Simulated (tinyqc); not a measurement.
Electromigration in a confined line: Blech product, Korhonen stress evolution and Black's law: one step, computed by the program tinyqc.

The electron wind pushes atoms from the cathode (x = 0) to the anode (x = L); blocking ends build a back stress (tension positive). The input rho is taken not to change with temperature. d sigma/dt = d/dx [kappa (d sigma/dx + G)], with zero flux at both ends and sigma = 0 at t = 0.

Question. Time to nucleate a void. sigma(x, t) = G L [1/2 - x/L - 4 sum_(m odd) cos(m pi x/L) exp(-m^2 pi^2 s)/(m pi)^2], s = t/tau, summed to m = 399. Solve sigma(0, t) = sigma_c for s; the semi-infinite estimate is t = (pi/kappa) ((sigma_c)/(2 G))^2.

Inputs (values chosen for the exercise, close to those used for ruthenium lines): critical stress sigma_c = 450 MPa; line length L = 130 um; test temperature T = 350 C.

Start: stress-free.

stress gradient G = 28.42450 MPa/um

tau = 3993.736 h

kappa = 1.175452e-15 m^2/s

Give: nucleation time; semi-infinite estimate.

Answer.

nucleation time = 46.52 h

semi-infinite estimate = 46.52 h

The two agree: the void nucleates before the far end is felt, so the time scales as 1/j^2 and not with L.
